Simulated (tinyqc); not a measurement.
Worked calculation: sputter depth profiling of a dopant layer: erosion rate, quantification and the mixing-roughness response. Computed by tinyqc, a small Python program that keeps every step. Command: `OMP_NUM_THREADS=1 python tinyqc.py 3013364 3013365 out.jsonl sims walk`. One thread of a shared host (Intel(R) Xeon(R) Processor @ 2.30GHz), about 0.05 s of CPU time with the checks. Intermediate numbers are printed to about 7 digits and carried at full precision; extremes and crossings named in words are read from the listed rows.

A rastered ion beam erodes silicon (49.94 atoms per nm^3). The measured profile is the true one convolved with a depth response.

Inputs (values chosen for the exercise, modelled on a dopant in silicon under an oxygen or caesium beam):
```
quantity                               value    unit
beam energy E                            2.2     keV
beam current                              45      nA
raster side                              250      um
sputter yield at 1 keV                   1.5       -
mixing length at 1 keV                     2      nm
roughness sigma                         0.77      nm
depth of the top edge z0                  54      nm
box width b                                2      nm
box concentration C                  1.3e+19  1/cm^3
relative sensitivity factor RSF      2.1e+21  1/cm^3
matrix count rate                     720000     1/s
background count rate                    1.6     1/s
counting time per point                  0.5       s
level that defines the junction C_B    4e+17  1/cm^3
```

True profile: box.

Constants: e = 1.602176634e-19 C.

## Erosion and sensitivity

Scaling chosen for the exercise: yield Y = Y1 E^0.5, mixing length w = w1 E^0.5 (E in keV). Erosion rate = Y I/(e x raster^2 x density); depth step = rate x counting time; concentration = RSF x counts/matrix counts; detection limit = RSF x 3 sqrt(background x time)/(matrix rate x time).

yield Y = 2.224860

mixing length w = 2.966479 nm

erosion rate = 0.2002056 nm/s

depth step = 0.1001028 nm

detection limit = 1.565248e+16 1/cm^3

Caution: with so few background counts Poisson statistics, not 3 sqrt(N), set the true limit.

## Measured shape

Mixing alone turns a layer at z0 into (1/w) exp(-(z - z0 + w)/w) for z > z0 - w; roughness adds a Gaussian of width sigma. With x = z - z0 + w: g(x) = (1/(2w)) exp(sigma^2/(2 w^2) - x/w) erfc((sigma/w - x/sigma)/sqrt2), and its integral G(x) = (1/2) erfc(-x/(sigma sqrt2)) - w g(x). Measured: C [G(x) - G(x - b)]. Find the maximum, the full width at half maximum and the deep point where the profile falls to C_B; far down, the trailing edge decays by w ln(10) per decade.

depth of the maximum = 53.24747 nm

peak concentration = 5.051067e+18 1/cm^3

full width at half maximum = 4.218038 nm

apparent junction depth = 61.34698 nm

trailing slope = 6.830571 nm/decade

The true deep edge lies at 56 nm, so the junction appears 5.35 nm too deep. The peak reaches 38.9 % of the true concentration.

## Moments

Convolution adds means and variances: the response has mean 0 (shift -w plus exponential mean w) and variance w^2 + sigma^2; a box adds the mean b/2 and the variance b^2/12.

centroid = 55 nm

standard deviation = 3.118691 nm

maximum minus centroid = -1.752532 nm

The centroid stays at the true position while the maximum lies nearer the surface, so depth is read from the centroid.

## Points of the profile

Counts = concentration x matrix rate x time/RSF + background x time; relative noise 1/sqrt(counts). Depths are z0 - w + k (w + sigma), k = -0.5, 0, 0.5, 1, 2, 3, 5, 8, 12.

Profile:
```
k       z (nm)  measured (1/cm^3)        counts  relative noise
-0.5  49.16528       7.854028e+15  2.146405e+00        0.682565
0.0   51.03352       1.149496e+18  1.978565e+02        0.071093
0.5   52.90176       4.915460e+18  8.434502e+02        0.034433
1.0   54.77000       3.656932e+18  6.277027e+02        0.039914
2.0   58.50648       1.042105e+18  1.794465e+02        0.074650
3.0   62.24296       2.957252e+17  5.149575e+01        0.139352
5.0   69.71592       2.381455e+16  4.882495e+00        0.452563
8.0   80.92536       5.442187e+14  8.932946e-01        1.058041
12.0  95.87127       3.529243e+12  8.006050e-01        1.117611
```

## Beam energy: resolution against speed

Width = full width at half maximum; the apparent junction is the deep point where the profile falls to C_B; time to profile to twice z0 = 2 z0/erosion rate, at fixed current.

Measured values:
```
E (keV)    w (nm)  peak (1/cm^3)  width (nm)  apparent junction (nm)  time (min)
0.15     0.774597   8.831679e+18    2.720860                58.24344    34.43198
0.25     1.000000   8.245322e+18    2.865493                58.63227    26.67090
0.50     1.414214   7.305240e+18    3.138970                59.32470    18.85917
1.00     2.000000   6.260888e+18    3.537696                60.19335    13.33545
2.00     2.828427   5.194863e+18    4.119685                61.20124     9.42959
4.00     4.000000   4.183674e+18    4.960008                62.26806     6.66773
8.00     5.656854   3.282020e+18    6.154779                63.23630     4.71479
```

From the highest to the lowest energy the width goes from 6.15 to 2.72 nm, towards the floor set by roughness and the box width 2 nm, and the junction error from 7.24 to 2.24 nm, at 7.3 times the time. Extrapolating the tail slope to zero energy separates mixing from real diffusion. Caution: the surface transient, segregation under the beam and the growth of roughness with depth are left out, and real yields fall faster near the sputter threshold.

Checks made by the program: dose under the measured profile (relative difference below 1e-10).
